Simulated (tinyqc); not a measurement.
Inside a calculation. Method: empirical pseudopotential in a few plane waves. Computed by tinyqc, a small Python program that keeps every step. Settings: plane-wave index or count = 15. Command: `OMP_NUM_THREADS=1 python tinyqc.py 24082 24083 out.jsonl` (the two numbers bound the seeds that draw the settings). One thread of a shared host (Intel(R) Xeon(R) Processor @ 2.60GHz), about 0.2 s of CPU time with the checks.

## Bloch Hamiltonian at k

Parameters chosen for this model: fcc lattice, atoms at +/- a/8 (1,1,1); form factors in rydberg at |G|^2 in units of (2 pi/a)^2:
```
parameter                 value      unit
a                      5.690000  angstrom
VS(3)                 -0.232000        Ry
VS(8)                 -0.010000        Ry
VS(11)                 0.062000        Ry
VA(3)                  0.118000        Ry
VA(4)                  0.031000        Ry
VA(11)                 0.034000        Ry
hbar^2/2m (2 pi/a)^2   4.645775        eV
```

k point k (2 pi / a): [0.530000, 0.320000, -0.010000]

Basis: the 15 shortest G (labels in 2 pi/a), the same at every k. H(G,G') = c |k + G|^2 delta + VS(|G-G'|^2) cos((G-G').tau) + i VA sin((G-G').tau), tau = a/8 (1,1,1); 1 Ry = 13.605693 eV.

H(k) at k (eV), order +0+0+0, -1-1-1, -1-1+1, -1+1-1, -1+1+1, +1-1-1, +1-1+1, +1+1-1, +1+1+1, -2+0+0, +0-2+0, +0+0-2, +0+0+2, +0+2+0, +2+0+0:
```
[[1.781190, 2.231997+1.135240i, -2.231997+1.135240i, -2.231997+1.135240i, -2.231997-1.135240i, -2.231997+1.135240i, -2.231997-1.135240i, -2.231997-1.135240i, 2.231997-1.135240i, 0.000000+0.421776i, 0.000000+0.421776i, 0.000000+0.421776i, 0.000000-0.421776i, 0.000000-0.421776i, 0.000000-0.421776i],
 [2.231997-1.135240i, 7.913612, 0.000000-0.421776i, 0.000000-0.421776i, 0.136057, 0.000000-0.421776i, 0.136057, 0.136057, 0.000000, -2.231997-1.135240i, -2.231997-1.135240i, -2.231997-1.135240i, -0.596482+0.327103i, -0.596482+0.327103i, -0.596482+0.327103i],
 [-2.231997-1.135240i, 0.000000+0.421776i, 7.727781, -0.136057, 0.000000-0.421776i, -0.136057, 0.000000-0.421776i, 0.000000, 0.136057, -2.231997+1.135240i, -2.231997+1.135240i, 0.596482+0.327103i, 2.231997-1.135240i, -0.596482-0.327103i, -0.596482-0.327103i],
 [-2.231997-1.135240i, 0.000000+0.421776i, -0.136057, 13.860204, 0.000000-0.421776i, -0.136057, 0.000000, 0.000000-0.421776i, 0.136057, -2.231997+1.135240i, 0.596482+0.327103i, -2.231997+1.135240i, -0.596482-0.327103i, 2.231997-1.135240i, -0.596482-0.327103i],
 [-2.231997+1.135240i, 0.136057, 0.000000+0.421776i, 0.000000+0.421776i, 13.674373, 0.000000, -0.136057, -0.136057, 0.000000-0.421776i, 2.231997+1.135240i, -0.596482+0.327103i, -0.596482+0.327103i, -2.231997-1.135240i, -2.231997-1.135240i, 0.596482-0.327103i],
 [-2.231997-1.135240i, 0.000000+0.421776i, -0.136057, -0.136057, 0.000000, 17.762654, 0.000000-0.421776i, 0.000000-0.421776i, 0.136057, 0.596482+0.327103i, -2.231997+1.135240i, -2.231997+1.135240i, -0.596482-0.327103i, -0.596482-0.327103i, 2.231997-1.135240i],
 [-2.231997+1.135240i, 0.136057, 0.000000+0.421776i, 0.000000, -0.136057, 0.000000+0.421776i, 17.576823, -0.136057, 0.000000-0.421776i, -0.596482+0.327103i, 2.231997+1.135240i, -0.596482+0.327103i, -2.231997-1.135240i, 0.596482-0.327103i, -2.231997-1.135240i],
 [-2.231997+1.135240i, 0.136057, 0.000000, 0.000000+0.421776i, -0.136057, 0.000000+0.421776i, -0.136057, 23.709246, 0.000000-0.421776i, -0.596482+0.327103i, -0.596482+0.327103i, 2.231997+1.135240i, 0.596482-0.327103i, -2.231997-1.135240i, -2.231997-1.135240i],
 [2.231997+1.135240i, 0.000000, 0.136057, 0.136057, 0.000000+0.421776i, 0.136057, 0.000000+0.421776i, 0.000000+0.421776i, 23.523415, -0.596482-0.327103i, -0.596482-0.327103i, -0.596482-0.327103i, -2.231997+1.135240i, -2.231997+1.135240i, -2.231997+1.135240i],
 [0.000000-0.421776i, -2.231997+1.135240i, -2.231997-1.135240i, -2.231997-1.135240i, 2.231997-1.135240i, 0.596482-0.327103i, -0.596482-0.327103i, -0.596482-0.327103i, -0.596482+0.327103i, 10.515246, -0.136057, -0.136057, 0.136057, 0.136057, 0.000000],
 [0.000000-0.421776i, -2.231997+1.135240i, -2.231997-1.135240i, 0.596482-0.327103i, -0.596482-0.327103i, -2.231997-1.135240i, 2.231997-1.135240i, -0.596482-0.327103i, -0.596482+0.327103i, -0.136057, 14.417697, -0.136057, 0.136057, 0.000000, 0.136057],
 [0.000000-0.421776i, -2.231997+1.135240i, 0.596482-0.327103i, -2.231997-1.135240i, -0.596482-0.327103i, -2.231997-1.135240i, -0.596482-0.327103i, 2.231997-1.135240i, -0.596482+0.327103i, -0.136057, -0.136057, 20.550119, 0.000000, 0.136057, 0.136057],
 [0.000000+0.421776i, -0.596482-0.327103i, 2.231997+1.135240i, -0.596482+0.327103i, -2.231997+1.135240i, -0.596482+0.327103i, -2.231997+1.135240i, 0.596482+0.327103i, -2.231997-1.135240i, 0.136057, 0.136057, 0.000000, 20.178457, -0.136057, -0.136057],
 [0.000000+0.421776i, -0.596482-0.327103i, -0.596482+0.327103i, 2.231997+1.135240i, -2.231997+1.135240i, -0.596482+0.327103i, 0.596482+0.327103i, -2.231997+1.135240i, -2.231997-1.135240i, 0.136057, 0.000000, 0.136057, -0.136057, 26.310879, -0.136057],
 [0.000000+0.421776i, -0.596482-0.327103i, -0.596482+0.327103i, -0.596482+0.327103i, 0.596482+0.327103i, 2.231997+1.135240i, -2.231997+1.135240i, -2.231997+1.135240i, -2.231997-1.135240i, 0.000000, 0.136057, 0.136057, -0.136057, -0.136057, 30.213330]]
```

## Levels at k

Diagonalise the Hermitian matrix.

eigenvalues (eV): [-2.899190, 5.249810, 7.568982, 8.898391, 13.056580, 13.832683, 15.242522, 16.762067, 18.222681, 20.477426, 22.163826, 23.127656, 26.275734, 28.963578, 32.772280]

## Bands along a path

The same steps at evenly spaced points between the labelled ones.

Bands along the path (eV), lowest eight:
```
k            band 1    band 2    band 3    band 4     band 5     band 6     band 7     band 8
L         -2.324234  3.862109  9.241110  9.241110  10.593872  15.245142  15.245142  17.688738
L-G 0.20  -2.728654  4.396298  9.203251  9.203251  10.654829  15.169408  15.169408  17.415964
L-G 0.40  -3.202548  5.434012  9.312253  9.312253  10.951878  15.175671  15.175671  16.107354
L-G 0.60  -3.612047  6.805175  9.524592  9.524592  11.377319  14.496023  14.962894  14.962894
L-G 0.80  -3.880908  8.365309  9.751940  9.751940  11.252000  13.796004  14.528616  14.528616
G         -3.973889  9.855631  9.855631  9.855631  10.075338  14.311182  14.311182  14.311182
G-X 0.20  -3.849815  8.252204  9.553595  9.553595  11.730803  13.239533  14.852965  14.852965
G-X 0.40  -3.489851  6.690277  8.960993  8.960993  12.021152  13.318644  16.156472  16.156472
G-X 0.60  -2.937836  5.323305  8.444629  8.444629  11.274120  13.222405  17.006687  17.841946
G-X 0.80  -2.295829  4.253268  8.160295  8.160295  10.844023  12.539735  18.978947  19.761575
X         -1.770285  3.696955  8.170684  8.170684  10.692474  12.366874  21.255249  21.892712
```

With 4 band(s) filled, the highest filled level on these points lies at G and the lowest empty one at G: a gap of 0.2197 eV, direct. This holds for the small fixed basis; with all plane waves up to |k + G|^2 = 21 (2 pi/a)^2 the gap along the path is 0.51 eV.

## Convergence with the number of plane waves

Levels at G counted from the fourth one.

Levels (eV):
```
plane waves     level 1   level 5   level 8
9            -16.851805  0.589544  0.843553
15           -13.829520  0.219707  4.455551
27           -13.097026  0.561497  4.666542
51           -12.787262  0.463075  5.049850
59           -12.762213  0.494229  4.908567
65           -12.754660  0.488056  4.891403
89           -12.738817  0.488141  4.896729
```
